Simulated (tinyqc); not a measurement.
Carrier lifetime of an n-type layer with SRH, radiative, Auger and surface recombination: lifetime against injection.

Uniform excess density dn = dp (no trapping), n = n0 + dn, p = p0 + dn, Boltzmann statistics, full ionisation. Surfaces enter as a rate 2 S dn/d, which holds while diffusion to them is fast.

ni = sqrt(Nc Nv) exp(-Eg/(2 Vt)), Eg in volts; majority density N/2 + sqrt(N^2/4 + ni^2), n0 p0 = ni^2; n1 = Nc exp(-Et/Vt), p1 = Nv exp((Et - Eg)/Vt); tn0 = 1/(sn vth Nt), tp0 = 1/(sp vth Nt). With e = n p - ni^2 = dn (n0 + p0 + dn): U_SRH = e/(tp0 (n + n1) + tn0 (p + p1)), U_rad = B e, U_Aug = (Cn n + Cp p) e, U_s = 2 S dn/d. Each tau is dn over its rate; tau = dn/U with U the sum.

Parameters, values chosen for the exercise; band and dielectric values those of a made-up semiconductor: temperature T = 250 K; band gap Eg = 3.39 eV; conduction-band density of states at T Nc = 1.32e19 cm^-3; valence-band density of states at T Nv = 2.09e19 cm^-3; radiative coefficient B = 1.71e-12 cm^3/s; donor density N = 7.8e15 cm^-3; Auger coefficient (two electrons) Cn = 3.3e-31 cm^6/s; Auger coefficient (two holes) Cp = 1.2e-31 cm^6/s; trap density Nt = 1.7e12 cm^-3; capture cross-section for electrons sn = 2e-17 cm^2; capture cross-section for holes sp = 9e-15 cm^2; thermal velocity (both carriers) vth = 1.6e7 cm/s; trap level below the conduction band Et = 2 eV; surface recombination velocity (both faces) S = 0 cm/s; sample thickness d = 100 um.

Constants: q = 1.602176634e-19 C, kB = 1.380649e-23 J/K, Vt = kB T/q. Results are converted to the units shown.

Result of one run:
```
dn (cm^-3)  tau_SRH (s)  tau_rad (s)  tau_Aug (s)   tau (s)  radiative share (%)  largest path
1e17           0.001709     5.425e-6     1.950e-4  5.262e-6                96.99     radiative
```

What becomes of these results when the excess density dn is changed from 1e17 to 1e15 cm^-3, all else the same?

Result of the changed run:
```
dn (cm^-3)  tau_SRH (s)  tau_rad (s)  tau_Aug (s)   tau (s)  radiative share (%)  largest path
1e15           2.130e-4     6.645e-5      0.03758  5.058e-5                76.12     radiative
```

The whole series:
```
dn (cm^-3)  tau_SRH (s)  tau_rad (s)  tau_Aug (s)   tau (s)  radiative share (%)  largest path
1e11           4.109e-6     7.497e-5      0.04981  3.895e-6                5.195           SRH
1e12           4.321e-6     7.496e-5      0.04979  4.085e-6                5.449           SRH
1e13           6.439e-6     7.488e-5      0.04966  5.928e-6                7.917           SRH
1e14           2.735e-5     7.402e-5      0.04833  1.996e-5                26.97           SRH
1e15           2.130e-4     6.645e-5      0.03758  5.058e-5                76.12     radiative
1e16           0.001037     3.285e-5     0.007942  3.172e-5                96.54     radiative
1e17           0.001709     5.425e-6     1.950e-4  5.262e-6                96.99     radiative
1e18           0.001828     5.803e-7     2.192e-6  4.587e-7                79.05     radiative
1e19           0.001841     5.843e-8     2.219e-8  1.608e-8                27.52         Auger
```

SRH recombination leads at dn = 1e11, radiative from 1e15, Auger from 1e19 on. The total lifetime goes from 3.89e-6 through a maximum of 5.06e-5 (at dn = 1e15 among the rows listed) to 1.61e-8 s. tau_SRH goes from 4.11e-6 s (low-injection limit 4.08e-6 s) to 0.00184 s (high-injection limit tn0 + tp0 = 0.00184 s). Between the last two rows tau_rad goes as dn^(-1.00) and tau_Aug as dn^(-1.99); the radiative share goes from 5.19 through a maximum of 97.0 (at dn = 1e17 among the rows listed) to 27.5 %. For dn = 1e19 the carriers are degenerate, where B and the Auger coefficients no longer stay constant.

Numbers from tinyqc (`OMP_NUM_THREADS=1 python tinyqc.py 2300058 2300059 out.jsonl`; about 0.01 s on one thread of a shared Intel Xeon 2.30GHz).
